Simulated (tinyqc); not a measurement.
Koster-Slater impurity in a tight-binding band, by Green functions and by supercells: one step, computed by the program tinyqc.

One orbital per site, e(k) = -2 t sum cos(k_i) over 3 direction(s), band from -6 t to 6 t, lattice constant 1. One site has the extra energy U. Spin is left out.

Problem. Scattering. T = U/(1 - U G0); phase shift delta = -arg(1 - U G0) in (-pi, pi]; host density of states -Im G0/pi; on the impurity -Im[G0/(1 - U G0)]/pi; lifetime of a band state hbar/(-2 c Im T).

Inputs (values chosen for the exercise, for a model band): impurity potential U = -5.39 eV; impurity concentration c = 0.0001 per site.

Lattice: simple cubic.

G0(E + i eta) = -0.2183522-0.6526358i 1/eV

Constants: hbar = 6.582119569e-16 eV s.

Give: T matrix; phase shift delta; host density of states; density of states on the impurity; scattering lifetime.

Solution.

T matrix = 0.0769-1.5284i eV

phase shift delta = 1.6210 rad

host density of states = 0.20774 1/eV

density of states on the impurity = 0.016746 1/eV

scattering lifetime = 2153.3 fs

The Born approximation would take Im T = U^2 Im G0 = -19.0 eV, 12.4 times the full value.
